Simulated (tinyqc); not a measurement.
Inside a calculation. Model: carrier lifetime from Shockley-Read-Hall, radiative, Auger and surface recombination. Computed by tinyqc, a small Python program that keeps every step. Command: `OMP_NUM_THREADS=1 python tinyqc.py 3023739 3023740 out.jsonl lifetime walk`. One thread of a shared host (Intel(R) Xeon(R) Processor @ 2.30GHz), about 0.03 s of CPU time with the checks. Intermediate numbers are printed to about 6 digits and carried at full precision; extremes and crossings named in words are read from the listed rows.

Energies are counted from the top of the valence band. Boltzmann statistics, full ionisation, and equal excess densities of electrons and holes.

Inputs (values chosen for the exercise, with bands modelled on GaP):
```
quantity,value,unit
gap E_g,2.31,eV
electron mass m_e,0.513,m_0
valleys M_c,3,-
hole mass m_h,0.779,m_0
temperature T,300,K
doping N,1.2e+14,cm^-3
trap level E_t,1.97,eV
trap density N_t,6.8e+11,cm^-3
electron cross-section sigma_n,1.2e-17,cm^2
hole cross-section sigma_p,7.7e-16,cm^2
radiative coefficient B,6.3e-15,cm^3/s
Auger coefficient C_n,8.4e-32,cm^6/s
Auger coefficient C_p,6.9e-32,cm^6/s
excess density dn,2.8e+17,cm^-3
generation rate G,1.7e+19,cm^-3 s^-1
diffusion coefficient D,26,cm^2/s
surface velocity S,92000,cm/s
thickness W,41,micrometre
```

Doping: p-type. Surface term: two equal surfaces.

Constants: m_0 = 9.1093837015e-31 kg; k_B = 1.380649e-23 J/K; h = 6.62607015e-34 J s; k_B = 8.617333262e-05 eV/K.

## Equilibrium densities

N_c = 2 M_c (2 pi m_e k_B T/h^2)^(3/2) and N_v = 2 (2 pi m_h k_B T/h^2)^(3/2), masses in units of m_0. n_i = sqrt(N_c N_v) exp(-E_g/2 k_B T); majority density N/2 + sqrt(N^2/4 + n_i^2), minority density n_i^2 over it.

N_c = 2.76611e+19 cm^-3

N_v = 1.72535e+19 cm^-3

n_i = 0.863431 cm^-3

n_0 = 6.21261e-15 cm^-3

p_0 = 1.20e+14 cm^-3

## Capture times and SRH densities

v = sqrt(3 k_B T/m) with m_e or m_h; tau_n0 = 1/(sigma_n v_n N_t), tau_p0 = 1/(sigma_p v_p N_t); n1 = N_c exp(-(E_g - E_t)/k_B T), p1 = N_v exp(-E_t/k_B T).

v_n = 1.63065e+07 cm/s

v_p = 1.32327e+07 cm/s

tau_n0 = 0.00751537 s

tau_p0 = 1.44328e-04 s

n1 = 5.37181e+13 cm^-3

p1 = 1.38783e-14 cm^-3

## Surface lifetime

The slowest diffusion mode has x tan x = S W/(2 D) with 0 < x < pi/2 (bisection), and tau_s = W^2/(4 x^2 D). The common approximation is W/(2 S) + W^2/(pi^2 D).

x = 1.38247

tau_s = 8.45712e-08 s

approximate tau_s = 8.77907e-08 s

The approximation is off by 3.8 %. Surface and diffusion both limit.

## Lifetimes at the given injection

With n = n_0 + dn, p = p_0 + dn and U/dn = 1/tau: (n p - n_i^2)/dn = n_0 + p_0 + dn = s; 1/tau_SRH = s/[tau_p0 (n + n1) + tau_n0 (p + p1)]; 1/tau_rad = B s; 1/tau_Aug = (C_n n + C_p p) s; the rates add, with 1/tau_s. Radiative efficiency = tau_eff/tau_rad; effective diffusion length = sqrt(D tau_eff).

tau_SRH at dn = 0.00765966 s

tau_rad at dn = 5.66651e-04 s

tau_Aug at dn = 8.33149e-05 s

effective lifetime at dn = 8.44720e-08 s

radiative efficiency at dn = 1.49072e-04

effective diffusion length at dn = 14.8198 micrometre

Surface recombination carries 100 % of the rate; dn/N = 2300 is high injection. Caution: beyond low injection D should be the ambipolar coefficient.

## Steady state under generation

dn solves dn/tau_eff(dn) = G (60 bisections in ln dn between 1e-2 and 1e22 cm^-3); the splitting of the quasi-Fermi levels is k_B T ln(n p/n_i^2).

steady excess density = 1.43770e+12 cm^-3

lifetime in the steady state = 8.45703e-08 s

quasi-Fermi splitting under G = 1.56969 eV

The splitting, an upper bound for e V_oc, is 68 % of the gap.

## Lifetime against injection

Rows stop below half the smaller effective density of states.

Lifetimes (s):
```
dn (cm^-3),SRH,radiative,Auger,effective,radiative efficiency,fastest channel
1.00e+10,0.00757998,1.32264e+00,1.00617e+03,8.45703e-08,6.39405e-08,surface
1.00e+11,0.00758004,1.32165e+00,1.00375e+03,8.45703e-08,6.39884e-08,surface
1.00e+12,0.00758063,1.31182e+00,9.80015e+02,8.45703e-08,6.44679e-08,surface
1.00e+13,0.00758611,1.22100e+00,7.84129e+02,8.45703e-08,6.92631e-08,surface
1.00e+14,0.00761621,7.21501e-01,1.92767e+02,8.45703e-08,1.17214e-07,surface
1.00e+15,0.00765115,1.41723e-01,5.53607e+00,8.45703e-08,5.96728e-07,surface
1.00e+16,0.00765875,1.56848e-02,6.42368e-02,8.45697e-08,5.39183e-06,surface
1.00e+17,0.00765960,1.58540e-03,6.52458e-04,8.45548e-08,5.33335e-05,surface
1.00e+18,0.00765968,1.58711e-04,6.53481e-06,8.34459e-08,5.25772e-04,surface
```

tau_SRH goes from 0.00758 s at low injection (the minority capture time, 0.00752 s) to 0.00766 s in the last row; at high injection it tends to tau_n0 + tau_p0 = 0.00766 s. Ruling channel by row: surface from 1e10 cm^-3.

## Where in the gap a trap does harm

Low injection: tau = [tau_p0 (n_0 + n1) + tau_n0 (p_0 + p1)]/(n_0 + p_0). Depleted region (n = p = 0): generation lifetime tau_g = (tau_p0 n1 + tau_n0 p1)/n_i. n1 = N_c exp(-(E_g - E_t)/k_B T), p1 = N_v exp(-E_t/k_B T).

The same trap at other energies:
```
E_t (eV),SRH lifetime (s),generation lifetime (s)
0.139,5.00268e+00,6.94230e+14
0.346,9.17917e-03,2.31237e+11
0.578,7.51558e-03,2.92838e+07
0.808,7.51537e-03,4.00680e+03
1.040,7.51537e-03,5.07424e-01
1.155,7.51537e-03,6.11821e-03
1.271,7.51537e-03,1.63058e-02
1.502,7.51537e-03,1.23364e+02
1.732,7.51537e-03,9.01612e+05
1.964,7.56659e-03,7.11948e+09
2.171,1.61310e-01,2.13745e+13
```

The SRH lifetime (other channels left aside) stays within 10 % of its least value, among these rows, from E_t = 0.578 to 1.964 eV. The generation lifetime has a sharp minimum, among these rows at 1.155 eV and exactly at 1.200 eV, where tau_p0 n1 = tau_n0 p1, since generation needs two thermal jumps and the larger one rules.

Checks made by the program: n1 p1 = n_i^2 (relative difference below 1e-10); x tan x at the root (relative difference 3e-10).
